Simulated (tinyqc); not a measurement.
## A and C from the efficiency peak

Inverse problem. ABC model of an LED: J = q da (A n + Ba n^2 + Ca n^3), IQE = Ba n^2/(A n + Ba n^2 + Ca n^3), differential lifetime 1/(A + 2 Ba n + 3 Ca n^2). The peak lies at n = sqrt(A/Ca). Given Ba, find n at the peak, A and Ca.

Values chosen for this exercise:
```
symbol,value,unit,meaning
Ba,3.3e-11,cm^3/s,radiative coefficient of the active layer
da,7.1,nm,thickness of the active layer
```

Constants: q = 1.602176634e-19 C. Results are converted to the units shown.

peak IQE = 38.077378 %
J at the peak = 31.547549 A/cm^2

Solution. IQE J = q da Ba n^2 gives n. At the peak A n = Ca n^3, each being half of the non-radiative rate Ba n^2 (1/IQE - 1).

n at the peak = 1.79e18 cm^-3
A = 4.80e7 1/s
Ca = 1.50e-29 cm^6/s

Computed by the program tinyqc: `OMP_NUM_THREADS=1 python tinyqc.py 2300110 2300111 out.jsonl`, one thread of a shared Intel Xeon 2.30GHz, about 0.01 s for the whole run.
